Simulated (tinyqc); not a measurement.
What moves the results: Landau levels of massive Dirac electrons in two valleys. A value that a table varies takes the place of the one given here.

H = hv (tau kx sx + ky sy) + (D/2) sz. Conduction levels E_N = sqrt(D^2/4 + 2N hv^2/l^2) - D/2 from the band edge; N = 1, 2, ... occur in both valleys, N = 0 in one valley only (its partner in the other valley lies at the valence edge). Each state is twofold in spin; spin splittings are left out.

In a field B along z: l = 1/sqrt((e/hbar) B) is the magnetic length, n_B = B/(h/e) the number of states per area in one level, hbar wc = 2 muB B/m for mass m in m0; 1/angstrom^2 = 1e16/cm^2.

Level 0 takes 2 n_B electrons and each higher level 4 n_B. At zero temperature and without broadening EF sits in the partly filled level.

Constants: e/hbar = 1.519267448e-05 1/(T angstrom^2); h/e = 413566.7697 T angstrom^2; muB = 5.788381798e-05 eV/T.

Parameters, chosen for this exercise (a gapped graphene sheet; the results hold for these values, not for the real material): hv = 6.64 eV angstrom (hbar v); D = 0.12 eV (gap); Bs = (1, 2, 3, 5, 7, 10, 14) T (fields); n = 8.6 x 1e11/cm^2 (electron sheet density); Bo = (1.64, 1.85, 2.13, 2.51, 3.05, 3.89, 5.37, 8.65, 22.2) T (fields); B = 11.9 T (magnetic field).

## The fan of levels

The four lowest levels against B, with their labels in order.

Levels (meV):

| B (T) | first | second | third | fourth | order |
|---|---|---|---|---|---|
| 1.00 | 0.00 | 10.28 | 19.24 | 27.29 | 0 1 2 3 |
| 2.00 | 0.00 | 19.24 | 34.65 | 47.88 | 0 1 2 3 |
| 3.00 | 0.00 | 27.29 | 47.88 | 65.13 | 0 1 2 3 |
| 5.00 | 0.00 | 41.48 | 70.37 | 93.93 | 0 1 2 3 |
| 7.00 | 0.00 | 53.92 | 89.52 | 118.14 | 0 1 2 3 |
| 10.0 | 0.00 | 70.37 | 114.34 | 149.26 | 0 1 2 3 |
| 14.0 | 0.00 | 89.52 | 142.76 | 184.68 | 0 1 2 3 |

The fourth level grows as B^0.81 over the first two rows and B^0.63 over the last two (1 for a parabolic band without a fixed offset such as a valley splitting, 1/2 for massless Dirac electrons). The order of the levels does not change. Level 1 follows hbar wc = 2 hv^2/(l^2 D) while that is small against D: 156.3 meV against 89.5 meV in the last row.

## Oscillation of the Fermi level

Fixed density, zero temperature, no broadening. At B = 0, EF = sqrt(D^2/4 + hv^2 pi n) - D/2.

Filling:

| B (T) | nu | partly filled level | EF (meV) | filled share |
|---|---|---|---|---|
| 1.64 | 21.69 | 5 | 60.77 | 0.92 |
| 1.85 | 19.23 | 5 | 66.46 | 0.31 |
| 2.13 | 16.70 | 4 | 62.53 | 0.67 |
| 2.51 | 14.17 | 4 | 70.58 | 0.04 |
| 3.05 | 11.66 | 3 | 65.93 | 0.42 |
| 3.89 | 9.14 | 2 | 58.42 | 0.79 |
| 5.37 | 6.62 | 2 | 74.12 | 0.16 |
| 8.65 | 4.11 | 1 | 63.24 | 0.53 |
| 22.2 | 1.60 | 0 | 0.00 | 0.80 |

EF at B = 0 = 64.55 meV

EF runs between 0.0 and 74.1 meV around its zero-field value of 64.5 meV. It follows a level while that level empties and falls to the next one down when nu passes a filled shell; the partly filled level changes 5 times in this table.

## What each parameter does

The second and third levels from below, nu = n/n_B, and EF. Each row changes one parameter from the base and keeps the others.

Results:

| case | second level (meV) | third level (meV) | nu | EF (meV) |
|---|---|---|---|---|
| base | 79.79 | 128.37 | 2.99 | 79.79 |
| B = 14.3 T | 90.86 | 144.73 | 2.49 | 90.86 |
| hv = 5.64 eV angstrom | 62.89 | 103.11 | 2.99 | 62.89 |
| D = 0.144 eV | 73.35 | 120.53 | 2.99 | 73.35 |
| n = 10.3 x 1e11/cm^2 | 79.79 | 128.37 | 3.58 | 79.79 |

The largest shifts from the base row, up to three for each result and ties (the steps differ in size, so this ranks the rows, not the parameters). second level (meV): hv -16.90, B +11.06, D -6.44; unchanged at the printed digits by n. third level (meV): hv -25.27, B +16.36, D -7.84; unchanged at the printed digits by n. nu: n +0.59, B -0.50; unchanged at the printed digits by hv and D. EF (meV): hv -16.90, B +11.06, D -6.44; unchanged at the printed digits by n.

Computed by tinyqc, a small Python program: `OMP_NUM_THREADS=1 python tinyqc.py 1280154 1280155 out.jsonl` (the numbers bound the seed that draws the inputs); one thread of a shared host (Intel(R) Xeon(R) Processor @ 2.30GHz), about 0.01 s for the whole set of steps.
